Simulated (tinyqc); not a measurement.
In-plane mass from two subband densities.

Inverse problem. At zero temperature each occupied subband holds N_k = D (EF - E_k), D = md m0 q/(pi hbar^2) per eV. Two subbands are occupied. Find md, EF - E1 and EF - E2.

Constants: q = 1.602176634e-19 C, hbar = 1.054571817e-34 J s, m0 = 9.1093837015e-31 kg. Results are converted to the units shown.

N1, N2 (cm^-2): 1.0554089e12  4.7e11
E2 - E1 = 57.2 meV

Solution. N1 - N2 = D (E2 - E1) gives D and so md; each N_k/D is a distance to EF.

md = 0.0245 m0
EF - E1 = 103 meV
EF - E2 = 45.9 meV

tinyqc, about 0.2 s, one thread, Intel Xeon 2.30GHz (shared host): `OMP_NUM_THREADS=1 python tinyqc.py 2140027 2140028 out.jsonl`
